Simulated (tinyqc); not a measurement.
Bandgap voltage reference from two bipolar transistors: two steps of the calculation.

Two transistors of area 1 and N carry the same current I. Is(T) = Is (T/T0)^eta exp[(Vg0 q/kB)(1/T0 - 1/T)], VBE1 = Vt ln(I/Is(T)) + I rb, VBE2 = Vt ln(I/(N Is(T))) + I rb/N. The amplifier forces I R1(T) = VBE1 - VBE2 + Vos, with R(T) = R (1 + tc (T - T0)) for both resistors, and the output is Vref = VBE1 + I R2(T). Base currents and the Early effect are neglected.

Parameters, values chosen for the exercise; values of the order met in silicon bipolar transistors:
- T0 = 298 K (reference temperature)
- Vg0 = 1.198 V (band-gap voltage extrapolated to 0 K)
- eta = 3.8 (temperature exponent of the saturation current)
- Is = 1.1e-17 A (saturation current of the unit transistor at T0)
- N = 8 (area ratio of the second transistor)
- R1 = 2.7 kohm (resistor across which the difference of VBE falls, at T0)
- tc = 0 ppm/K (temperature coefficient of both resistors)
- Vos = 0 mV (offset of the amplifier)
- rb = 14 ohm (series resistance of the unit transistor)
- R2 = 26.6 kohm (output resistor at T0)

Constants: q = 1.602176634e-19 C, kB = 1.380649e-23 J/K. Results are converted to the units shown.

Question 1. Operating point at the reference temperature. Vt = kB T/q; I = (Vt ln N + Vos)/(R1(T) - rb (1 - 1/N)). Evaluate at T = T0.

Find: Vt; I; Is(T); VBE1; I R2; Vref.

Answer 1.

Vt = 0.025680 V
I = 19.868 uA
Is(T) = 1.1000e-17 A
VBE1 = 0.72501 V
I R2 = 0.52848 V
Vref = 1.2535 V

Question 2. Resistor for zero slope at T0, ideal case. With tc = 0, Vos = 0 and rb = 0 the current is proportional to T, dVBE/dT = (VBE - Vg0 - (eta - 1) Vt)/T, and Vref has zero slope at T0 when Vref = Vg0 + (eta - 1) Vt0. Find VBE1, its slope, that Vref, R2/R1 and the curvature d2Vref/dT2 = -(eta - 1) kB/(q T0).

Wanted: VBE1; dVBE/dT; Vref; R2/R1; curvature.

Answer 2.

VBE1 = 0.7246 V
dVBE/dT = -1.830 mV/K
Vref = 1.270 V
R2/R1 = 10.21
curvature = -0.8097 uV/K^2

tinyqc, about 0.02 s, one thread, Intel Xeon 2.30GHz (shared host): `OMP_NUM_THREADS=1 python tinyqc.py 2062035 2062036 out.jsonl`
